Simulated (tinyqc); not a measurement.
Fitting sp3s* parameters to three gaps by Newton steps, step by step. Values are carried at full precision from step to step, so a last printed digit may differ when a step is redone from the rounded ones.

sp3s* tight binding, nearest neighbours only: anion (a) at 0, cation (c) at a/4 (1,1,1), orbitals s, px, py, pz, s* on each; k in units of 2 pi/a. With phases e_j = exp(i (pi/2) k.n_j) for n = (1,1,1), (1,-1,-1), (-1,1,-1), (-1,-1,1): g0 = (e1+e2+e3+e4)/4, g1 = (e1+e2-e3-e4)/4, g2 = (e1-e2+e3-e4)/4, g3 = (e1-e2-e3+e4)/4. The diagonal holds the levels Esa, Epa, Exa (s*) and Esc, Epc, Exc. Anion-cation block: <sa|sc> = Vss g0; <sa|xc> = Vsapc g1; <xa|sc> = -Vscpa g1; <xa|xc> = Vxx g0; <xa|yc> = <ya|xc> = Vxy g3, <xa|zc> = <za|xc> = Vxy g2, <ya|zc> = <za|yc> = Vxy g1; <s*a|xc> = Vxapc g1; <xa|s*c> = -Vpaxc g1; y and z take g2 and g3 in place of g1; s-s* and s*-s* vanish.

Gaps are level 5 at Gamma, X = (1,0,0) and L = (1/2,1/2,1/2) less level 4 at Gamma; no spin-orbit coupling. Free parameters: Esc, Vsapc and Exc. H is linear in them, so by Hellmann-Feynman J_ij = <u|dH/dp_j|u> for level 5 at point i less the same for level 4 at Gamma. Newton: p(new) = p + J^-1 (target - gaps); stop when all misses are below 1e-7 eV.

Values chosen for the exercise (out of a larger set: near a published set for AlAs, fitted to gaps, whose masses and valley positions are rough; not measured data): p = (-7.537, 0.983, -1.16, 3.574, 7.462, 6.711, -6.687, 1.884, 4.289, 5.112, 5.48, 4.505, 5.004) eV (start, order Esa, Epa, Esc, Epc, Exa, Exc, Vss, Vxx, Vxy, Vsapc, Vscpa, Vxapc, Vpaxc); tg = (2.9664, 2.3889, 2.6988) eV (target gaps at Gamma, X, L).

## Gaps of the starting set

Compute the gaps and the misses.

gaps (eV): Gamma 3.0677, X 2.3074, L 2.6899

target less gap (eV): Gamma -0.1013, X 0.0815, L 0.0089

## The Jacobian

Form J and its singular values.

J:
```
          Esc   Vsapc     Exc
Gamma  0.7152  0.0000  0.0000
X      0.0000  0.5116  0.0000
L      0.3783  0.3245  0.0531
```

singular values: 0.8371  0.5675  0.0409

The gap at Gamma answers to Esc. The condition number is 20.5.

## The first Newton step

Solve J dp = target less gap; the columns of J are Esc, Vsapc and Exc.

dp (eV): Esc -0.142, Vsapc 0.159, Exc 0.204

## The iteration

Repeat with J formed anew.

Newton steps (eV):

| i | Esc | Vsapc | Exc | Gamma | X | L | largest miss |
|---|---|---|---|---|---|---|---|
| 0 | -1.1600 | 5.1120 | 6.7110 | 3.0677 | 2.3074 | 2.6899 | 0.10 |
| 1 | -1.3016 | 5.2713 | 6.9154 | 2.9667 | 2.3891 | 2.6972 | 0.0016 |
| 2 | -1.3020 | 5.2709 | 6.9447 | 2.9664 | 2.3889 | 2.6988 | 2.2e-05 |
| 3 | -1.3020 | 5.2709 | 6.9451 | 2.9664 | 2.3889 | 2.6988 | 3.2e-09 |

Converged in 3 steps; the miss goes 0.10, 0.0016, 2.2e-05, 3.2e-09, about squaring each time once it is small. The largest change is 0.234 eV in Exc, for a first miss of 0.101 eV.

## Checks

- J by Hellmann-Feynman against central differences: largest difference 2.0e-10.

Run: tinyqc, `OMP_NUM_THREADS=1 python tinyqc.py 1450497 1450498 out.jsonl`; Intel(R) Xeon(R) Processor @ 2.30GHz, one thread, shared host; about 0.2 s of CPU time with all checks.
